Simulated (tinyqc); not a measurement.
Worked calculation: CCSD on RHF in the sto-3g basis, for BeH2, spin multiplicity 1. Computed by tinyqc, a small Python program that keeps every step (integrals from PySCF). Settings: charge = 0, multiplicity = 1, basis = sto-3g, method = RHF, energy threshold = 1e-10, iteration cap = 85, orthogonalisation = canonical, start = core, DIIS depth = 6, amplitude equations = CCSD, DIIS depth for amplitudes = 0, cap on updates = 90. Command: `OMP_NUM_THREADS=1 python tinyqc.py 30651 30652 out.jsonl` (the two numbers bound the seeds that draw the settings). One thread of a shared host (Intel(R) Xeon(R) Processor @ 2.60GHz), about 0.3 s of CPU time with the checks. The early iterations of the SCF are left out here.

## One-electron integrals

Geometry (angstrom):
```
atom,x,y,z
Be,0.000000,0.000000,0.000000
H,0.000000,1.572000,0.000000
H,0.000000,-1.572000,0.000000
```

Basis sto-3g: exponents (1/bohr^2) and contraction coefficients of normalised primitives:
```
element,l (shell),exponent,coefficient
Be,s (1),30.167871,0.154329
Be,s (1),5.495115,0.535328
Be,s (1),1.487193,0.444635
Be,s (2),1.314833,-0.099967
Be,s (2),0.305539,0.399513
Be,s (2),0.099371,0.700115
Be,p (3),1.314833,0.155916
Be,p (3),0.305539,0.607684
Be,p (3),0.099371,0.391957
H,s (1),3.425251,0.154329
H,s (1),0.623914,0.535328
H,s (1),0.168855,0.444635
```

Overlap, kinetic and nuclear-attraction integrals over the contracted functions; the nuclear repulsion is the sum of Za Zb / Rab.

nuclear repulsion = 2.86132716 hartree

overlap S, lower triangle:
```
,1Be 1s,1Be 2s,1Be 2px,1Be 2py,1Be 2pz,2H 1s,3H 1s
1Be 1s,1.000000
1Be 2s,0.259517,1.000000
1Be 2px,0.000000,0.000000,1.000000
1Be 2py,0.000000,0.000000,0.000000,1.000000
1Be 2pz,0.000000,0.000000,0.000000,0.000000,1.000000
2H 1s,0.041750,0.369976,0.000000,0.453275,0.000000,1.000000
3H 1s,0.041750,0.369976,0.000000,-0.453275,0.000000,0.013411,1.000000
```

kinetic energy T (hartree), lower triangle:
```
,1Be 1s,1Be 2s,1Be 2px,1Be 2py,1Be 2pz,2H 1s,3H 1s
1Be 1s,6.693975
1Be 2s,-0.033012,0.211111
1Be 2px,0.000000,0.000000,0.660592
1Be 2py,0.000000,0.000000,0.000000,0.660592
1Be 2pz,0.000000,0.000000,0.000000,0.000000,0.660592
2H 1s,-0.011648,0.038273,0.000000,0.123932,0.000000,0.760032
3H 1s,-0.011648,0.038273,0.000000,-0.123932,0.000000,-0.005457,0.760032
```

nuclear attraction V (hartree), lower triangle:
```
,1Be 1s,1Be 2s,1Be 2px,1Be 2py,1Be 2pz,2H 1s,3H 1s
1Be 1s,-15.234346
1Be 2s,-2.073967,-2.963994
1Be 2px,0.000000,0.000000,-2.884817
1Be 2py,0.000000,0.000000,0.000000,-3.066776
1Be 2pz,0.000000,0.000000,0.000000,0.000000,-2.884817
2H 1s,-0.332004,-1.004765,0.000000,-1.199039,0.000000,-2.737451
3H 1s,-0.332004,-1.004765,0.000000,1.199039,0.000000,-0.043807,-2.737451
```

core Hamiltonian H = T + V (hartree), lower triangle:
```
,1Be 1s,1Be 2s,1Be 2px,1Be 2py,1Be 2pz,2H 1s,3H 1s
1Be 1s,-8.540371
1Be 2s,-2.106979,-2.752883
1Be 2px,0.000000,0.000000,-2.224225
1Be 2py,0.000000,0.000000,0.000000,-2.406184
1Be 2pz,0.000000,0.000000,0.000000,0.000000,-2.224225
2H 1s,-0.343652,-0.966491,0.000000,-1.075108,0.000000,-1.977419
3H 1s,-0.343652,-0.966491,0.000000,1.075108,0.000000,-0.049264,-1.977419
```

## Two-electron integrals

Functions are numbered as in S; the eight-fold symmetry (ij|kl) = (ji|kl) = (kl|ij) leaves the list below.

Two-electron integrals (ij|kl) in chemists' order, unique and non-zero (hartree):
```
i,j,k,l,(ij|kl)
1,1,1,1,2.298831
2,1,1,1,0.392036
2,1,2,1,0.079539
2,2,1,1,0.570988
2,2,2,1,0.143041
2,2,2,2,0.417683
3,1,3,1,0.014607
3,2,3,1,0.021888
3,2,3,2,0.092265
3,3,1,1,0.569578
3,3,2,1,0.143083
3,3,2,2,0.417589
3,3,3,3,0.449859
4,1,4,1,0.014607
4,2,4,1,0.021888
4,2,4,2,0.092265
4,3,4,3,0.024249
4,4,1,1,0.569578
4,4,2,1,0.143083
4,4,2,2,0.417589
4,4,3,3,0.401360
4,4,4,4,0.449859
5,1,5,1,0.014607
5,2,5,1,0.021888
5,2,5,2,0.092265
5,3,5,3,0.024249
5,4,5,4,0.024249
5,5,1,1,0.569578
5,5,2,1,0.143083
5,5,2,2,0.417589
5,5,3,3,0.401360
5,5,4,4,0.401360
5,5,5,5,0.449859
6,1,1,1,0.062257
6,1,2,1,0.012624
6,1,2,2,0.022903
6,1,3,3,0.022747
6,1,4,1,0.001110
6,1,4,2,0.002103
6,1,4,4,0.023228
6,1,5,5,0.022747
6,1,6,1,0.002100
6,2,1,1,0.166165
6,2,2,1,0.042317
6,2,2,2,0.136649
6,2,3,3,0.131289
6,2,4,1,0.005506
6,2,4,2,0.035190
6,2,4,4,0.147242
6,2,5,5,0.131289
6,2,6,1,0.007431
6,2,6,2,0.069417
6,3,3,1,0.003680
6,3,3,2,0.017714
6,3,4,3,0.005926
6,3,6,3,0.005967
6,4,1,1,0.184102
6,4,2,1,0.047419
6,4,2,2,0.160367
6,4,3,3,0.150897
6,4,4,1,0.008858
6,4,4,2,0.054454
6,4,4,4,0.179142
6,4,5,5,0.150897
6,4,6,1,0.008657
6,4,6,2,0.092197
6,4,6,4,0.125760
6,5,5,1,0.003680
6,5,5,2,0.017714
6,5,5,4,0.005926
6,5,6,5,0.005967
6,6,1,1,0.335426
6,6,2,1,0.086884
6,6,2,2,0.315462
6,6,3,3,0.292986
6,6,4,1,0.012579
6,6,4,2,0.105966
6,6,4,4,0.360125
6,6,5,5,0.292986
6,6,6,1,0.015556
6,6,6,2,0.207920
6,6,6,4,0.291898
6,6,6,6,0.774606
7,1,1,1,0.062257
7,1,2,1,0.012624
7,1,2,2,0.022903
7,1,3,3,0.022747
7,1,4,1,-0.001110
7,1,4,2,-0.002103
7,1,4,4,0.023228
7,1,5,5,0.022747
7,1,6,1,0.001919
7,1,6,2,0.006274
7,1,6,4,0.006811
7,1,6,6,0.012787
7,1,7,1,0.002100
7,2,1,1,0.166165
7,2,2,1,0.042317
7,2,2,2,0.136649
7,2,3,3,0.131289
7,2,4,1,-0.005506
7,2,4,2,-0.035190
7,2,4,4,0.147242
7,2,5,5,0.131289
7,2,6,1,0.006274
7,2,6,2,0.034260
7,2,6,4,0.037194
7,2,6,6,0.075168
7,2,7,1,0.007431
7,2,7,2,0.069417
7,3,3,1,0.003680
7,3,3,2,0.017714
7,3,4,3,-0.005926
7,3,6,3,0.002242
7,3,7,3,0.005967
7,4,1,1,-0.184102
7,4,2,1,-0.047419
7,4,2,2,-0.160367
7,4,3,3,-0.150897
7,4,4,1,0.008858
7,4,4,2,0.054454
7,4,4,4,-0.179142
7,4,5,5,-0.150897
7,4,6,1,-0.006811
7,4,6,2,-0.037194
7,4,6,4,-0.039421
7,4,6,6,-0.081453
7,4,7,1,-0.008657
7,4,7,2,-0.092197
7,4,7,4,0.125760
7,5,5,1,0.003680
7,5,5,2,0.017714
7,5,5,4,-0.005926
7,5,6,5,0.002242
7,5,7,5,0.005967
7,6,1,1,0.008299
7,6,2,1,0.002054
7,6,2,2,0.005828
7,6,3,3,0.005751
7,6,4,4,0.005980
7,6,5,5,0.005751
7,6,6,1,0.000330
7,6,6,2,0.001954
7,6,6,4,0.002322
7,6,6,6,0.004614
7,6,7,1,0.000330
7,6,7,2,0.001954
7,6,7,4,-0.002322
7,6,7,6,0.000082
7,7,1,1,0.335426
7,7,2,1,0.086884
7,7,2,2,0.315462
7,7,3,3,0.292986
7,7,4,1,-0.012579
7,7,4,2,-0.105966
7,7,4,4,0.360125
7,7,5,5,0.292986
7,7,6,1,0.012787
7,7,6,2,0.075168
7,7,6,4,0.081453
7,7,6,6,0.168308
7,7,7,1,0.015556
7,7,7,2,0.207920
7,7,7,4,-0.291898
7,7,7,6,0.004614
7,7,7,7,0.774606
```

## Orthogonalisation

S = U s U^T; canonical form X = U s^(-1/2), so that X^T S X = 1. Each column of U has its largest component positive (the first on a tie).

eigenvalues of S: 0.352232  0.443264  0.955763  1.000000  1.000000  1.614384  1.634357

X:
```
,1,2,3,4,5,6,7
1Be 1s,0.000000,-0.405086,0.916890,0.000000,0.000000,0.276884,0.000000
1Be 2s,0.000000,1.086280,-0.053862,0.000000,0.000000,0.541958,0.000000
1Be 2px,0.000000,0.000000,0.000000,-0.418230,0.908341,0.000000,0.000000
1Be 2py,1.185188,0.000000,0.000000,0.000000,0.000000,0.000000,0.555995
1Be 2pz,0.000000,0.000000,0.000000,0.908341,0.418230,0.000000,0.000000
2H 1s,-0.846867,-0.675239,-0.318353,0.000000,0.000000,0.352880,0.389057
3H 1s,0.846867,-0.675239,-0.318353,0.000000,0.000000,0.352880,-0.389057
```

Within a degenerate level the vectors are fixed only up to a rotation; this is one choice.

## Iteration 6 (converged): orbitals

converged F (hartree), lower triangle:
```
,1Be 1s,1Be 2s,1Be 2px,1Be 2py,1Be 2pz,2H 1s,3H 1s
1Be 1s,-4.530390
1Be 2s,-1.289776,-0.593720
1Be 2px,0.000000,0.000000,0.213795
1Be 2py,0.000000,0.000000,0.000000,-0.144670
1Be 2pz,0.000000,0.000000,0.000000,0.000000,0.213795
2H 1s,-0.214561,-0.336816,0.000000,-0.301511,0.000000,-0.231736
3H 1s,-0.214561,-0.336816,0.000000,0.301511,0.000000,-0.014246,-0.231736
```

Diagonalise F' = X^T F X, C = X C', fill 3 alpha and 3 beta electrons from the bottom; D = 2 C_occ C_occ^T. Each column has its largest component positive (the first on a tie).

F' = X^T F X (hartree), lower triangle:
```
,1,2,3,4,5,6,7
1,0.695330
2,0.000000,0.220243
3,0.000000,0.717694,-3.505412
4,0.000000,0.000000,0.000000,0.213795
5,0.000000,0.000000,0.000000,0.000000,0.213795
6,0.000000,0.300920,-1.671203,0.000000,0.000000,-1.311569
7,0.053864,0.000000,0.000000,0.000000,0.000000,0.000000,-0.371447
```

orbital energies (hartree): MO1 -4.533744, MO2 -0.416809, MO3 -0.374160, MO4 0.213795, MO5 0.213795, MO6 0.353815, MO7 0.698043

coefficients C:
```
,MO1,MO2,MO3,MO4,MO5,MO6,MO7
1Be 1s,0.991869,-0.212410,0.000000,0.000000,0.000000,-0.229180,0.000000
1Be 2s,0.031094,0.608501,0.000000,0.000000,0.000000,1.051372,0.000000
1Be 2px,0.000000,0.000000,0.000000,0.754982,0.655745,0.000000,0.000000
1Be 2py,0.000000,0.000000,0.495676,0.000000,0.000000,0.000000,1.211654
1Be 2pz,0.000000,0.000000,0.000000,-0.655745,0.754982,0.000000,0.000000
2H 1s,-0.003820,0.392467,0.431162,0.000000,0.000000,-0.726481,-0.826225
3H 1s,-0.003820,0.392467,-0.431162,0.000000,0.000000,-0.726481,0.826225
```

D after iteration 6, lower triangle:
```
,1Be 1s,1Be 2s,1Be 2px,1Be 2py,1Be 2pz,2H 1s,3H 1s
1Be 1s,2.057844
1Be 2s,-0.196820,0.742480
1Be 2px,0.000000,0.000000,0.000000
1Be 2py,0.000000,0.000000,0.000000,0.491390
1Be 2pz,0.000000,0.000000,0.000000,0.000000,0.000000
2H 1s,-0.174306,0.477395,0.000000,0.427434,0.000000,0.679891
3H 1s,-0.174306,0.477395,0.000000,-0.427434,0.000000,-0.063712,0.679891
```

Within a degenerate level the vectors are fixed only up to a rotation; this is one choice.

## Convergence

Stop when the energy changes by less than 1e-10 hartree and every element of the error matrix X^T (F D S - S D F) X is below 3e-06.

Course of the cycle:
```
iteration,E (hartree),change,largest element of the error matrix
1,-14.78408355,-,7.72e-01
2,-15.51191520,-7.28e-01,3.21e-02
3,-15.51258182,-6.67e-04,3.45e-03
4,-15.51259422,-1.24e-05,5.68e-04
5,-15.51259471,-4.91e-07,9.60e-06
6,-15.51259471,-8.15e-11,8.29e-09
```

PySCF RHF in the same basis = -15.51259471 hartree

Converged in 6 iterations.

## Integrals over molecular orbitals

(pq|rs) = sum C_ip C_jq C_kr C_ls (ij|kl), one index at a time.

one-electron integrals over orbitals h = C^T H C (hartree), lower triangle:
```
,1,2,3,4,5,6,7
1,-8.529071
2,0.208337,-2.292985
3,0.000000,0.000000,-2.227153
4,0.000000,0.000000,0.000000,-2.224225
5,0.000000,0.000000,0.000000,0.000000,-2.224225
6,0.204007,-0.244212,0.000000,0.000000,0.000000,-1.891491
7,0.000000,0.000000,-0.314080,0.000000,0.000000,0.000000,-1.859878
```

Two-electron integrals over orbitals (pq|rs), unique and non-zero (hartree):
```
p,q,r,s,(pq|rs)
1,1,1,1,2.271940
2,1,1,1,-0.186926
2,1,2,1,0.023740
2,2,1,1,0.457279
2,2,2,1,-0.005738
2,2,2,2,0.373500
3,1,3,1,0.005038
3,2,3,1,0.010949
3,2,3,2,0.158498
3,3,1,1,0.418803
3,3,2,1,-0.002362
3,3,2,2,0.385178
3,3,3,3,0.408567
4,1,4,1,0.015746
4,2,4,1,0.014931
4,2,4,2,0.047388
4,3,4,3,0.012409
4,4,1,1,0.569185
4,4,2,1,-0.007241
4,4,2,2,0.353193
4,4,3,3,0.334404
4,4,4,4,0.449859
5,1,5,1,0.015746
5,2,5,1,0.014931
5,2,5,2,0.047388
5,3,5,3,0.012409
5,4,5,4,0.024249
5,5,1,1,0.569185
5,5,2,1,-0.007241
5,5,2,2,0.353193
5,5,3,3,0.334404
5,5,4,4,0.401360
5,5,5,5,0.449859
6,1,1,1,-0.192570
6,1,2,1,0.024953
6,1,2,2,-0.005968
6,1,3,3,-0.002974
6,1,4,4,-0.005702
6,1,5,5,-0.005702
6,1,6,1,0.026313
6,2,1,1,0.136826
6,2,2,1,-0.006012
6,2,2,2,-0.014487
6,2,3,3,-0.041068
6,2,4,4,0.067824
6,2,5,5,0.067824
6,2,6,1,-0.005211
6,2,6,2,0.083365
6,3,3,1,-0.000436
6,3,3,2,-0.092137
6,3,6,3,0.087414
6,4,4,1,0.016172
6,4,4,2,0.046548
6,4,6,4,0.049202
6,5,5,1,0.016172
6,5,5,2,0.046548
6,5,6,5,0.049202
6,6,1,1,0.459161
6,6,2,1,-0.006654
6,6,2,2,0.375451
6,6,3,3,0.386587
6,6,4,4,0.351926
6,6,5,5,0.351926
6,6,6,1,-0.006530
6,6,6,2,-0.027647
6,6,6,6,0.392294
7,1,3,1,0.009521
7,1,3,2,0.017558
7,1,6,3,0.000217
7,1,7,1,0.018138
7,2,3,1,0.004536
7,2,3,2,-0.039037
7,2,6,3,0.062779
7,2,7,1,0.008386
7,2,7,2,0.057349
7,3,1,1,0.150341
7,3,2,1,-0.004015
7,3,2,2,0.000918
7,3,3,3,-0.017955
7,3,4,4,0.070471
7,3,5,5,0.070471
7,3,6,1,-0.003560
7,3,6,2,0.079012
7,3,6,6,-0.020570
7,3,7,3,0.087348
7,4,4,3,0.013248
7,4,7,4,0.016955
7,5,5,3,0.013248
7,5,7,5,0.016955
7,6,3,1,0.009754
7,6,3,2,0.139612
7,6,6,3,-0.091476
7,6,7,1,0.016115
7,6,7,2,-0.047169
7,6,7,6,0.136458
7,7,1,1,0.545151
7,7,2,1,-0.007489
7,7,2,2,0.399631
7,7,3,3,0.415596
7,7,4,4,0.377147
7,7,5,5,0.377147
7,7,6,1,-0.007524
7,7,6,2,-0.018709
7,7,6,6,0.409494
7,7,7,3,0.003569
7,7,7,7,0.453315
```

## CCSD: starting amplitudes

t_ij^ab = <ij||ab> / (e_i + e_j - e_a - e_b), whose energy is MP2.

Starting amplitudes (spin orbitals 1a, 1b, ...; amplitudes related by a flip of all spins are not repeated):
```
from,to,t
3a 3b,6a 6b,-0.060039
2a 2b,6a 6b,-0.054089
2a 3b,6a 7b,-0.042876
3a 3b,7a 7b,-0.040733
2a 2b,4a 4b,-0.037573
2a 2b,5a 5b,-0.037573
2a 3b,6b 7a,0.034066
2a 2b,7a 7b,-0.025721
3a 3b,4a 4b,-0.010553
3a 3b,5a 5b,-0.010553
2a 3a,6a 7a,-0.008809
1a 2b,4a 4b,-0.002776
1a 2b,5a 5b,-0.002776
1a 1b,6a 6b,-0.002692
1a 1b,7a 7b,-0.001733
1a 1b,5a 5b,-0.001658
1a 1b,4a 4b,-0.001658
1a 2b,7a 7b,-0.001321
1a 2b,6a 6b,0.000921
1a 3a,6a 7a,0.000634
1a 3b,6a 7b,0.000597
1a 3b,6b 7a,0.000036
```

correlation energy = -0.03031311 hartree

## CCSD: amplitude update 1

t_i^a D_i^a and t_ij^ab D_ij^ab are set to the remaining terms of the spin-orbital equations, evaluated with the old amplitudes; for the doubles these are <ij||ab> + 1/2 <ab||ef> t_ij^ef + 1/2 <mn||ij> t_mn^ab + P(ij)P(ab) <mb||ej> t_im^ae + terms in t^2 + terms with t1, D the orbital-energy denominators.

Amplitudes after update 1 (spin orbitals 1a, 1b, ...; amplitudes related by a flip of all spins are not repeated; the 24 largest):
```
from,to,t
3a 3b,6a 6b,-0.084941
2a 2b,6a 6b,-0.071193
2a 3b,6a 7b,-0.060050
3a 3b,7a 7b,-0.052691
2a 3b,6b 7a,0.050123
2a 2b,4a 4b,-0.047103
2a 2b,5a 5b,-0.047103
2a 2b,7a 7b,-0.034637
2a 3a,6a 7a,-0.009927
3a 3b,4a 4b,-0.006245
3a 3b,5a 5b,-0.006245
2a,6a,0.006088
1a 2b,4a 4b,-0.003061
1a 2b,5a 5b,-0.003061
1a 1b,6a 6b,-0.002207
1a 1b,7a 7b,-0.001558
1a 1b,4a 4b,-0.001548
1a 1b,5a 5b,-0.001548
1a 2b,7a 7b,-0.001505
3a,7a,-0.000997
1a 2b,6a 6b,0.000993
1a 3a,6a 7a,0.000581
1a 3b,6a 7b,0.000555
1a,6a,0.000315
```

correlation energy = -0.04103291 hartree

## CCSD: convergence

E_corr = 1/4 sum <ij||ab> t_ij^ab + 1/2 sum <ij||ab> t_i^a t_j^b; stop when the norm of the change is below 1e-8.

Course of the amplitude iterations:
```
update,correlation energy (hartree),norm of the change
0,-0.03031311,-
1,-0.04103291,9.96e-02
2,-0.04509887,4.10e-02
3,-0.04668816,1.78e-02
4,-0.04733172,8.28e-03
5,-0.04760077,4.16e-03
6,-0.04771729,2.25e-03
7,-0.04776979,1.29e-03
8,-0.04779452,7.63e-04
9,-0.04780672,4.60e-04
10,-0.04781302,2.80e-04
11,-0.04781642,1.71e-04
12,-0.04781832,1.05e-04
13,-0.04781941,6.47e-05
...,...,...
19,-0.04782093,3.53e-06
20,-0.04782096,2.17e-06
21,-0.04782098,1.34e-06
22,-0.04782100,8.26e-07
23,-0.04782100,5.09e-07
24,-0.04782101,3.14e-07
25,-0.04782101,1.93e-07
26,-0.04782101,1.19e-07
27,-0.04782101,7.34e-08
28,-0.04782101,4.53e-08
29,-0.04782101,2.79e-08
30,-0.04782101,1.72e-08
31,-0.04782101,1.06e-08
32,-0.04782101,6.53e-09
```

Converged amplitudes (spin orbitals 1a, 1b, ...; amplitudes related by a flip of all spins are not repeated; the 24 largest):
```
from,to,t
3a 3b,6a 6b,-0.109545
2a 2b,6a 6b,-0.078480
2a 3b,6a 7b,-0.070250
2a 3b,6b 7a,0.059423
3a 3b,7a 7b,-0.058112
2a 2b,4a 4b,-0.053792
2a 2b,5a 5b,-0.053792
2a 2b,7a 7b,-0.040515
2a,6a,0.013309
2a 3a,6a 7a,-0.010827
3a,7a,-0.003926
1a 2b,4a 4b,-0.003101
1a 2b,5a 5b,-0.003101
3a 3b,4a 4b,0.002574
3a 3b,5a 5b,0.002574
1a 1b,6a 6b,-0.002119
1a 2b,7a 7b,-0.001591
1a 1b,7a 7b,-0.001551
1a 1b,5a 5b,-0.001536
1a 1b,4a 4b,-0.001536
1a 2b,6a 6b,0.001029
1a 3b,6a 7b,0.000493
1a 3a,6a 7a,0.000422
1a,6a,0.000355
```

CCSD total energy = -15.56041573 hartree

T1 diagnostic, norm of the one-spin t1 over sqrt(correlated electrons) = 0.005667

Converged in 32 updates.
